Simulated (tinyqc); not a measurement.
From results back to parameters: image-charge renormalisation of a gap near a dielectric or metal. Three cases, with inputs chosen for the exercise.

Problem. A small molecule or defect in vacuum at height z above the image plane of a substrate has both its electron and hole levels stabilised by (e^2/4 pi eps0)(es - 1)/((es + 1) 4 z), so its gap shrinks by twice that. The reduced gap is given.

Constants: e^2/(4 pi eps0) = 14.39964547 eV angstrom.

Find: reduction; (es - 1)/(es + 1); z.

Method. z = (e^2/4 pi eps0)(es - 1)/((es + 1) 2 x reduction). Local and hybrid functionals miss this shift, since it is a non-local correlation effect.

Case 1.

Values chosen: E0 = 6.49 eV (quasiparticle gap far from the surface); es = 4.5 (dielectric constant of the substrate (1e4: a metal)).

gap near the surface = 5.98092 eV

Solution.

reduction = 0.5091 eV
(es - 1)/(es + 1) = 0.6364
z = 9.00 angstrom

Case 2.

Values chosen: E0 = 8.21 eV (quasiparticle gap far from the surface); es = 2.3 (dielectric constant of the substrate (1e4: a metal)).

gap near the surface = 7.76683 eV

Solution.

reduction = 0.4432 eV
(es - 1)/(es + 1) = 0.3939
z = 6.40 angstrom

Case 3.

Values chosen: E0 = 7.27 eV (quasiparticle gap far from the surface); es = 10000 (dielectric constant of the substrate (1e4: a metal)).

gap near the surface = 5.73843 eV

Solution.

reduction = 1.5316 eV
(es - 1)/(es + 1) = 0.9998
z = 4.70 angstrom

Computed by tinyqc, one run a case: `OMP_NUM_THREADS=1 python tinyqc.py N N+1 out.jsonl` with N = 1850801, 1850818, 1850824; one thread of a shared Intel(R) Xeon(R) Processor @ 2.30GHz, about 0.02 s a run at most.
